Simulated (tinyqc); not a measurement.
# Changing the wavelength

Model: surface photovoltage measurement of the minority-carrier diffusion length in a wafer. Computed by tinyqc, a small Python program. Command: `OMP_NUM_THREADS=1 python tinyqc.py 3130108 3130109 out.jsonl spv sweep`. One thread of a shared host (Intel(R) Xeon(R) Processor @ 2.30GHz), about 0.01 s of CPU time with the checks.

Low injection, steady light, a depletion layer much thinner than 1/alpha and L. The excess density dn is taken at the front edge of the neutral region; light that reaches the back is lost.

Inputs (values chosen for the exercise, modelled on p-type silicon at room temperature):
```
quantity,value,unit
diffusion length L,820,micrometre
wafer thickness W,525,micrometre
diffusivity D,24.9,cm^2/s
front recombination velocity S_f,22000,cm/s
back recombination velocity S_b,64000,cm/s
photon flux entering,3.8e+13,1/(cm^2 s)
minority density at the surface barrier scale n_0,6.3e+10,1/cm^3
temperature T,298,K
```

Constants: k_B = 8.617333262e-05 eV/K.

Method:
- alpha = (84.732/lambda - 76.417)^2 per cm with lambda in micrometre (an empirical fit for silicon between 0.7 and 1.05 micrometre).
- Thick wafer: dn = Phi L/((S_f + D/L)(L + 1/alpha)). Finite wafer, with s = S_b L/D, w = W/L, a = alpha L: dn = [Phi a/(a^2 - 1)] [a - B - exp(-alpha W)(a - s)/(cosh w + s sinh w)]/(S_f + B D/L), B = (sinh w + s cosh w)/(cosh w + s sinh w).
- Photovoltage V = (k_B T/e) ln(1 + dn/n_0). Lifetime = L^2/D.

One run for each value:
```
wavelength (nm),"dn, finite wafer (1/cm^3)",penetration depth 1/alpha (micrometre),"dn, thick wafer (1/cm^3)"
780,1.652e+09,9.6,1.684e+09
811,1.641e+09,12.7,1.678e+09
842,1.625e+09,17.1,1.669e+09
874,1.602e+09,23.7,1.656e+09
905,1.567e+09,33.8,1.636e+09
936,1.510e+09,50.2,1.605e+09
968,1.408e+09,80.9,1.551e+09
999,1.220e+09,141.7,1.453e+09
1030,8.830e+08,292.5,1.256e+09
```

Over the rows, dn, finite wafer (1/cm^3) falls from 1.65e9 to 8.83e8 (exponent d ln y / d ln x -0.17 between the first rows and -11 between the last); penetration depth 1/alpha (micrometre) rises from 9.64 to 292 (exponent d ln y / d ln x 7.1 between the first rows and 24 between the last); dn, thick wafer (1/cm^3) falls from 1.68e9 to 1.26e9 (exponent d ln y / d ln x -0.095 between the first rows and -4.8 between the last).

Extremes, crossings and ranges named in words are read from the listed rows.
